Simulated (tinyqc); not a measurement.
# Gap and mass from two generation rates

Inverse problem. In the two-band model the band-to-band tunnelling rate in a uniform field is G = A F^2 exp(-B/F), with B = pi sqrt(m/C) Eg^1.5/4 (V/nm), A = 1e21 (2 q/h) m Eg/(16 pi C B) for G in cm^-3 s^-1 and F in V/nm, C = hbar^2/(2 m0). Find B, A, Eg and m.

Constants: q = 1.602176634e-19 C, hbar = 1.054571817e-34 J s, h = 6.62607015e-34 J s, m0 = 9.1093837015e-31 kg, hbar^2/(2 m0) = 0.0380998212 eV nm^2. Results are converted to the units shown.

G at F = 0.04 and 0.081 V/nm (cm^-3 s^-1): 91.029597  2.8397291e17

Solution. The slope of ln(G/F^2) against 1/F is -B and the intercept gives A. The product A B fixes m Eg, and B = (pi/4) Eg sqrt(m Eg/C) then gives Eg.

B = 2.708 V/nm
A = 1.428e34 cm^-3 s^-1 (V/nm)^-2
Eg = 1.720 eV
m = 0.08900 m0

tinyqc, about 0.01 s, one thread, Intel Xeon 2.30GHz (shared host): `OMP_NUM_THREADS=1 python tinyqc.py 2620080 2620081 out.jsonl`
